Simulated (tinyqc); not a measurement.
## Absorption coefficient and reflectance from two thicknesses

Problem. With transparent contact layers the responsivity is (1 - Rf)(1 - exp(-al wi)) q lam/(h c). The second absorber is twice as thick as the first. Find al and Rf.

Values chosen for this exercise: wavelength lam = 1550 nm.

Constants: q = 1.602176634e-19 C, h = 6.62607015e-34 J s, c = 299792458 m/s. Results are converted to the units shown.

responsivity for wi = 1.9 and 3.8 um (A/W): [0.30731568, 0.53754492]

Solution. The ratio of the responsivities is 1 + exp(-al w1), which gives al; either value then gives 1 - Rf.

al = 1520 1/cm
Rf = 0.02000

Numbers from tinyqc (`OMP_NUM_THREADS=1 python tinyqc.py 2250120 2250121 out.jsonl`; about 0.01 s on one thread of a shared Intel Xeon 2.30GHz).
